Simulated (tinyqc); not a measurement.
Pelgrom slope, floor and doping from two device sizes.

Question. s^2 = A^2/(L W) + s0^2, with s0 independent of size and A = (q/Cox) sqrt(Na Wd/3) from random dopants alone, Cox = 3.9 eps0/ti. Find A, s0 and Na.

Parameters, values chosen for the exercise: oxide-equivalent thickness in inversion ti = 2.3 nm.

Constants: q = 1.602176634e-19 C, eps0 = 8.8541878128e-14 F/cm where lengths are in cm. Results are converted to the units shown.

s for gate areas 0.0059 and 0.094 um^2 (mV): 20.0112877  6.70571418
Wd = 21.8339837 nm

Answer. s^2 is linear in 1/area: slope A^2, intercept s0^2.

A = 1.496 mV um
s0 = 4.600 mV
Na = 2.700e18 cm^-3

Numbers from tinyqc (`OMP_NUM_THREADS=1 python tinyqc.py 2090030 2090031 out.jsonl`; about 0.01 s on one thread of a shared Intel Xeon 2.30GHz).
